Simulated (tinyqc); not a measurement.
Dielectric confinement in a thin film (image charges): one step. Images for a charge at the centre. Two cases, with inputs chosen for the exercise.

Question. Give lam, the first five terms (q/eps) lam^n/(n t), their sum and the closed form.

A film |z| < t/2 of dielectric constant eps between half-spaces of dielectric constant e2; lam = (eps - e2)/(eps + e2), q = e^2/(4 pi eps0). The self-energy of a band edge is taken with the high-frequency value, e2 = eh, and the field of a fixed ion with the static one, e2 = eo. A charge at z has images lam^|n| at n t + (-1)^n z. Its self-energy is S(z) = (q/2 eps) sum over n >= 1 of lam^n [1/(n t - 2z) + 1/(n t + 2z)] for odd n and 2 lam^n/(n t) for even n; at the centre S(0) = -(q/(eps t)) ln(1 - lam).

Constants: e^2/(4 pi eps0) = 14.39964547 eV angstrom.

Case 1.

Values chosen (out of a larger set: near those of a Si (100) film, two-fold valleys, between layers of SiO2; not measured data): t = 44 angstrom (film thickness); eps = 12 (dielectric constant of the film); eh = 2.2 (high-frequency dielectric constant outside).

Case 2.

Values chosen (out of a larger set: near those of a Ge film between layers of SiO2; not measured data): t = 70 angstrom (film thickness); eps = 16.3 (dielectric constant of the film); eh = 2.1 (high-frequency dielectric constant outside).

Give: lam; terms; sum of five; S(0).

Answer.

Case 1.

lam = 0.6901

terms (meV): [18.82, 6.49, 2.99, 1.55, 0.85]

sum of five = 30.71 meV
S(0) = 31.95 meV

The surroundings screen less than the film, so the images repel and each band edge moves outwards: the gap changes by about 2 S = +64 meV. The static value 4 would give S(0) = +18.9 meV.

Case 2.

lam = 0.7717

terms (meV): [9.74, 3.76, 1.93, 1.12, 0.69]

sum of five = 17.24 meV
S(0) = 18.64 meV

The surroundings screen less than the film, so the images repel and each band edge moves outwards: the gap changes by about 2 S = +37 meV. The static value 3.8 would give S(0) = +12.3 meV.

Computed by tinyqc, one run a case: `OMP_NUM_THREADS=1 python tinyqc.py N N+1 out.jsonl` with N = 1251222, 1251232; one thread of a shared Intel(R) Xeon(R) Processor @ 2.30GHz, about 0.07 s a run at most.
